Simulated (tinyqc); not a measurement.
Finite-size error of a charged defect in a periodic cell: Madelung and Makov-Payne terms. Changing the cell length L. Computed by tinyqc, a small Python program. Command: `OMP_NUM_THREADS=1 python tinyqc.py 3029054 3029055 out.jsonl imagecharge sweep`. One thread of a shared host (Intel(R) Xeon(R) Processor @ 2.30GHz), about 0.06 s of CPU time with the checks.

L is the cube root of the cell volume. The defect charge is a Gaussian, rho(r) = q (2 pi sigma^2)^(-3/2) exp(-r^2/2 sigma^2), repeated periodically in a uniform neutralising background and screened by a continuum. The model cell energy is E(L) = E_0 + [periodic - isolated electrostatic energy].

Inputs (values chosen for the exercise, with screening close to that of InAs):
```
quantity                                     value      unit
charge q                                        -2         e
dielectric constant eps                       15.5         -
width sigma of the defect charge               1.6  angstrom
formation energy of the isolated defect E_0   4.26        eV
```

Supercell lattice: sc. Screening: isotropic.

Constants: e^2/(4 pi eps_0) = 14.39964548 eV angstrom.

Method:
- Cell vectors: (1,0,0), (0,1,0), (0,0,1), scaled to volume L^3.
- Ewald sum for a unit point charge: scale each Cartesian component of the cell by 1/sqrt(eps_i), giving R', G' and V'; E = [ (1/2) sum erfc(eta R')/R' + (2 pi/V') sum exp(-G'^2/4 eta^2)/G'^2 - eta/sqrt(pi) - pi/(2 V' eta^2) ] e^2/(4 pi eps_0) / sqrt(eps_x eps_y eps_z), over n_i = -6..6, omitting n = (0,0,0), eta = 2/V'^(1/3). alpha = -2 E eps_g L/(e^2/(4 pi eps_0)), eps_g = (eps_x eps_y eps_z)^(1/3).
- Periodic energy of the Gaussian: (2 pi q^2/V) sum_(G != 0) exp(-sigma^2 G^2)/(G.eps.G) x e^2/(4 pi eps_0), n_i = -k..k with k = max(9, L/sigma rounded up). Isolated energy: q^2/(2 sqrt(pi) sigma) <1/(n.eps.n)> e^2/(4 pi eps_0), the mean over directions n, here 1/eps.

One run for each value:
```
cell length L (angstrom)  finite-size error (eV)  point-charge correction -q^2 E (eV)  E(L) (eV)
6.5                                     -0.60049                              0.81104     3.6595
8.1                                     -0.53884                              0.65083     3.7212
10.0                                    -0.46741                              0.52718     3.7926
13.0                                    -0.37831                              0.40552     3.8817
16.0                                    -0.31489                              0.32948     3.9451
19.0                                    -0.26875                              0.27746     3.9913
24.0                                    -0.21533                              0.21966     4.0447
30.0                                    -0.17351                              0.17573     4.0865
```

Over the rows, finite-size error (eV) rises from -0.600 to -0.174 (exponent d ln y / d ln x -0.49 between the first rows and -0.97 between the last); point-charge correction -q^2 E (eV) falls from 0.811 to 0.176 (exponent d ln y / d ln x about -1.00 throughout); E(L) (eV) rises from 3.66 to 4.09 (exponent d ln y / d ln x 0.076 between the first rows and 0.046 between the last). At the high end the exponent of finite-size error is -0.97, close to -1: the Madelung term rules in large cells. The exponent of point-charge correction -q^2 E stays at -1: the Madelung term goes as 1/L.

Caution (rows 6.50): the nearest image is closer than five widths, so the tails of the charge clouds overlap and the expansion in 1/L is no longer exact.
